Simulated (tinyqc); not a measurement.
Two-mode optical phonons of a ternary alloy from two coupled oscillators: one step, computed by the program tinyqc. Command: `OMP_NUM_THREADS=1 python tinyqc.py 3023875 3023876 out.jsonl twomode walk`. One thread of a shared host (Intel(R) Xeon(R) Processor @ 2.30GHz), about 0.01 s of CPU time with the checks.

An alloy A(x)B(1-x)C has an A-C and a B-C bond oscillator. Each TO frequency moves linearly from the impurity mode (dilute end) to the TO of the pure crystal; each strength is proportional to the number of bonds.

Problem. LO modes, coupled by the field. eps(omega) = eps_inf + W_1/(omega_1^2 - omega^2) + W_2/(omega_2^2 - omega^2) = 0 is the eigenproblem of the matrix [[omega_1^2 + W_1/eps_inf, sqrt(W_1 W_2)/eps_inf], [sqrt(W_1 W_2)/eps_inf, omega_2^2 + W_2/eps_inf]] for omega_LO^2. Uncoupled values keep the diagonal alone. eps_s = eps_inf + W_1/omega_1^2 + W_2/omega_2^2.

omega_1 (A-C, TO) = 361.631 1/cm

omega_2 (B-C, TO) = 256.235 1/cm

eps_inf = 8.7258

W_1 = 197181.9 1/cm^2

W_2 = 27210.74 1/cm^2

Give: matrix; lower LO mode; upper LO mode; uncoupled values; eps_s.

Solution.

matrix (1/cm^2):
```
           1          2
1  1.534e+05  8.395e+03
2  8.395e+03  6.877e+04
```

lower LO mode = 260.7 1/cm

upper LO mode = 392.7 1/cm

uncoupled values (1/cm): 262.2  391.6

eps_s = 10.65

The field pushes the upper mode up by 1.05 and the lower one down by 1.58 per cm; the lower LO stays between the two TO modes.
